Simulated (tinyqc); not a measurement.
Changing the temperature T: Heisenberg spin cluster by exact diagonalisation: multiplets, susceptibility, level crossings. Computed by tinyqc, a small Python program. Command: `OMP_NUM_THREADS=1 python tinyqc.py 3013012 3013013 out.jsonl spincl sweep`. One thread of a shared host (Intel(R) Xeon(R) Processor @ 2.30GHz), about 0.01 s of CPU time with the checks.

H = J1 sum S_i.S_j over the bonds 1-2, 2-3, 3-4, 4-1 + J2 sum over 1-3, 2-4 - g mu_B B S_z; J > 0 is antiferromagnetic.

Inputs (values chosen for the exercise, for a model cluster): exchange J1 = 1.4 meV; exchange J2 = -0.66 meV; g factor = 2.14; field B = 2.5 T.

Cluster: square with diagonals J2. Spin s of each site: 0.5.

Constants: k_B = 8.617333262e-05 eV/K; mu_B = 5.7883818060e-05 eV/T.

Method:
- Every multiplet has one member in the block S_z = 0; diagonalise it and read the total spin from <S^2> = S (S + 1).
- Z = sum k (2S + 1) exp(-E/(k_B T)) over the table, k the number of multiplets; <S^2> likewise with the factor S (S + 1); chi T = N_A g^2 mu_B^2 <S^2>/(3 k_B) = 0.125049 g^2 <S^2> cm^3 K/mol (cgs, per mole of clusters); C = (<E^2> - <E>^2)/(k_B T)^2; entropy = ln Z + <E>/(k_B T).
- Each multiplet splits as E - g mu_B B m; <S_z> is the Boltzmann mean. The first level crossing is at the smallest (E_S - E_0)/(g mu_B (S - S_0)) over higher spins (0 if the ground state has the highest spin).

One run for each value:
```
temperature T (K)  chi T (cm^3 K/mol)  heat capacity (k_B)  entropy (k_B)    <S_z>
2.1                        1.4985e-03               0.0782         0.0114  0.00233
3.5                        3.2276e-02               0.5974         0.1598  0.02262
5.7                        1.7631e-01               1.2775         0.6244  0.06782
9.3                        4.7794e-01               1.6649         1.3649  0.10868
15.0                       8.6445e-01               1.2434         2.0935  0.12076
25.0                       1.2135e+00               0.5182         2.5308  0.10151
41.0                       1.4249e+00               0.1798         2.6900  0.07267
68.0                       1.5486e+00               0.0592         2.7449  0.04763
110.0                      1.6162e+00               0.0210         2.7626  0.03073
```

Describe the trends.

Over the rows, chi T (cm^3 K/mol) rises from 0.00150 to 1.62 (exponent d ln y / d ln x 6.0 between the first rows and 0.089 between the last); heat capacity (k_B) goes from 0.0782 through a maximum among these rows, 1.66 at 9.30, to 0.0210; entropy (k_B) rises from 0.0114 to 2.76 (exponent d ln y / d ln x 5.2 between the first rows and 0.013 between the last).

Extremes, crossings and ranges named in words are read from the listed rows.
